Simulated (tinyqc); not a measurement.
Inside a calculation. Method: Hubbard ring of 5 sites. Computed by tinyqc, a small Python program that keeps every step. Settings: hopping = 1.78, U = 4.2, mixing = 0.2, iteration cap = 50. Command: `OMP_NUM_THREADS=1 python tinyqc.py 30285 30286 out.jsonl` (the two numbers bound the seeds that draw the settings). One thread of a shared host (Intel(R) Xeon(R) Processor @ 2.60GHz), about 0.2 s of CPU time with the checks.

one-body matrix (hopping and site energies) (eV):
```
,1,2,3,4,5
1,0.750000,-1.780000,0.000000,0.000000,-1.780000
2,-1.780000,-0.870000,-1.780000,0.000000,0.000000
3,0.000000,-1.780000,0.560000,-1.780000,0.000000
4,0.000000,0.000000,-1.780000,-0.650000,-1.780000
5,-1.780000,0.000000,0.000000,-1.780000,0.210000
```

U = 4.200000 eV

electrons, up and down: 3  2

n(up) at the start (a guess, not normalised): 1 0.650000, 2 0.550000, 3 0.650000, 4 0.550000, 5 0.650000

n(down) at the start (a guess): 1 0.350000, 2 0.450000, 3 0.350000, 4 0.450000, 5 0.350000

Each step fills the lowest levels of T + U n(other spin) and sets n(new) = n + mixing (n(out) - n); stop when output and input agree to 1e-8.

Course of the cycle:
```
iteration,E (eV),largest |n(out) - n(in)|,mean |n_up - n_down|
1,-5.75121402,2.85e-01,0.217668
2,-5.85413137,2.14e-01,0.228264
3,-5.91084657,1.61e-01,0.239417
4,-5.94261092,1.24e-01,0.249658
5,-5.96115223,9.67e-02,0.258989
6,-5.97265672,7.69e-02,0.267463
7,-5.98031321,6.24e-02,0.275156
8,-5.98575931,5.16e-02,0.282143
9,-5.98984888,4.34e-02,0.288497
10,-5.99304300,3.70e-02,0.294283
11,-5.99560459,3.20e-02,0.299560
...,...,...,...
40,-6.00843628,2.89e-03,0.353679
41,-6.00845648,2.71e-03,0.354130
42,-6.00847410,2.54e-03,0.354547
43,-6.00848950,2.39e-03,0.354935
44,-6.00850297,2.24e-03,0.355294
45,-6.00851477,2.11e-03,0.355628
46,-6.00852512,1.99e-03,0.355937
47,-6.00853421,1.88e-03,0.356225
48,-6.00854222,1.78e-03,0.356492
49,-6.00854927,1.68e-03,0.356740
50,-6.00855549,1.59e-03,0.356970
```

Can the last value be used, and what does the course show?

Not by the stop rule. Not converged within 50 iterations: the residual falls steadily but slowly, by a factor of about 0.94 a step. The lowest mean-field energy found from random starts is -6.00861 eV. Reruns (cap 100 unless said): mixing 0.5: not converged; mixing 0.9: converged in 59 (E = -6.00861); the original settings with a cap of 400: converged in 289 (E = -6.00861).
